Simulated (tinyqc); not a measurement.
Potential-pH (Pourbaix) lines of a metal, its cation, its oxide and an oxyanion, with a complexing ligand. From cation line with ligand back to log10 of the stability constant beta of ML. Computed by tinyqc, a small Python program. Command: `OMP_NUM_THREADS=1 python tinyqc.py 3011702 3011703 out.jsonl pourb inv`. One thread of a shared host (Intel(R) Xeon(R) Processor @ 2.30GHz), about 0.01 s of CPU time with the checks.

Potentials are against the standard hydrogen electrode; solids and water have unit activity; dG_f of M, H+ and the electron is zero; F = e N_A and s = R T ln(10)/F. The cation carries z = 3.

Inputs (values chosen for the exercise, modelled on gallium):
```
quantity                             value    unit
dG_f of the cation                  -158.2  kJ/mol
dG_f of the oxide                  -996.51  kJ/mol
dG_f of the oxyanion               -537.35  kJ/mol
dG_f of water                      -237.14  kJ/mol
temperature T                       298.15       K
log10 of the dissolved activity a       -4       -
pH                                      11       -
pKa of HL                              8.3       -
total ligand c_L                      0.32   mol/L
```

Species: M, M3+, M2O3, MO2(-).

Constants: R = 8.314462618 J/(mol K); e = 1.602176634e-19 C; N_A = 6.02214076e+23 1/mol.

Method. M3+ + 3e = M; (1/2) M2O3 + 3H+ + 3e = M + (3/2) H2O; MO2(-) + 4H+ + 3e = M + 2H2O. For each, E0 = -dG/(z F), and E = E0 + (s/z) log10 a - (s n_H/z) pH, with no activity term for the oxide. The free ligand is c_L/(1 + 10^(pKa - pH)) (ligand in excess); dissolved metal is a in all, so the free cation is a/alpha, alpha = 1 + beta [L]; the cation line drops by (s/z) log10 alpha.

Problem. A run gave the result below. Find the log10 of the stability constant beta of ML, known to lie between 5 and 8.5.

cation line with ligand = -0.7431346 V

Solution.

Each step takes the trial c = (a f_b - b f_a)/(f_b - f_a), f being the result less the target and a, b, c the logarithms of the listed values; c replaces end b, the old b replaces a if the sign of f changed, and otherwise f_a is halved.

Scan of the range:
```
log10 of the stability constant beta of ML  cation line with ligand (V)
5.00                                                          -0.714245
5.46                                                          -0.723316
5.97                                                          -0.733373
6.52                                                          -0.744219
7.12                                                          -0.756051
7.78                                                          -0.769066
8.50                                                          -0.783264
```

False position (Illinois rule, in the logarithm of the input) inside the bracket:
```
step    end a    end b    trial  cation line with ligand (V)
1     5.97000  6.52000  6.46279                    -0.743091
2     6.52000  6.46279  6.46499                    -0.743134
3     6.52000  6.46499  6.46501                    -0.743135
4     6.46499  6.46501  6.46500                    -0.743135
```

Cation line with ligand falls at every point of a 13-point scan of the range (every second point is shown), so one value fits; it is bracketed by 5.97 and 6.52. Answer: log10 of the stability constant beta of ML = 6.465.
